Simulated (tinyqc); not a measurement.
Single-photon avalanche diode, trigger probability and counting: one step of the calculation.

A multiplication layer of width W with the uniform field V/W; alpha = an exp(-bn/E) for electrons, beta = ap exp(-bp/E) for holes (local model, no dead space). a = alpha W, b = beta W. Electrons enter at x = 0, holes at x = W. P0 is the probability that an electron entering at 0 starts a lasting avalanche, PW the same for a hole entering at W.

Question. Trigger probability by substitution. PW = P0 exp(b - a)/(1 - P0 + P0 exp(b - a)); P0(new) = 1 - (1 - PW)^(a/b).

P0 after iteration 1 = 0.53612637
a = 2.1836868
b = 2.5666725

Wanted: PW; P0 after iteration 2.

Answer.

PW = 0.6290
P0 after iteration 2 = 0.5698

Numbers from tinyqc (`OMP_NUM_THREADS=1 python tinyqc.py 2630035 2630036 out.jsonl`; about 0.01 s on one thread of a shared Intel Xeon 2.30GHz).
